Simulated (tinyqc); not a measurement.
Velocity against field: two-valley model of the transferred-electron effect. Computed by tinyqc, a small Python program. Command: `OMP_NUM_THREADS=1 python tinyqc.py 3003530 3003531 out.jsonl gunn walk`. One thread of a shared host (Intel(R) Xeon(R) Processor @ 2.30GHz), about 0.01 s of CPU time with the checks.

Both kinds of valley share one electron temperature T_e, and each has a constant mobility.

Inputs (values chosen for the exercise, modelled on GaN):
```
quantity                       value        unit
central-valley mass m1           0.2         m_0
satellite-valley mass m2        0.43         m_0
satellite valleys Z                6           -
valley separation dE             1.2          eV
central-valley mobility mu1     1000  cm^2/(V s)
satellite-valley mobility mu2     58  cm^2/(V s)
energy relaxation time tau_E   0.075          ps
lattice temperature T            150           K
electric field F                  18       kV/cm
```

Solver: bisection.

Constants: k_B = 8.617333262e-05 eV/K.

Method. Density-of-states ratio R = Z (m2/m1)^(3/2); n2/n1 = R exp(-dE/(k_B T_e)); mean mobility mu = (mu1 + mu2 n2/n1)/(1 + n2/n1); energy balance e mu F^2 = (3/2) k_B (T_e - T)/tau_E; v = mu F.

low-field mobility = 1000 cm^2/(V s)

R = 18.9151

The curve:
```
F (kV/cm)  T_e (K)  share in the satellites (%)  v (1e7 cm/s)  low-field line (1e7 cm/s)
1.8          151.9                   2.8684e-37        0.1800                       0.18
4.5          161.7                   7.7147e-35        0.4500                       0.45
9.0          197.0                   3.7791e-28        0.9000                       0.90
13.0         248.1                   7.8796e-22        1.3000                       1.30
18.0         338.0                   2.4196e-15        1.8000                       1.80
25.0         512.6                   3.0172e-09        2.5000                       2.50
36.0         902.0                   3.7306e-04        3.6000                       3.60
54.0        1827.3                   9.1863e-01        5.3533                       5.40
90.0        3597.8                   2.8280e+01        6.6024                       9.00
180.0       6607.9                   6.9690e+01        6.1834                      18.00
```

What follows from these numbers?

v falls between 90 and 180 kV/cm, while the share in the slow valleys goes from 28 to 70 %: transfer outruns the rise of the field. With constant mobilities n2/n1 tends to R and v ends on the line (mu1 + R mu2) F/(1 + R), a mobility of 105; real satellites saturate instead. Rows with T_e above 3000 K lie outside the range of a Maxwellian in parabolic valleys.

Extremes, crossings and ranges named in words are read from the listed rows.
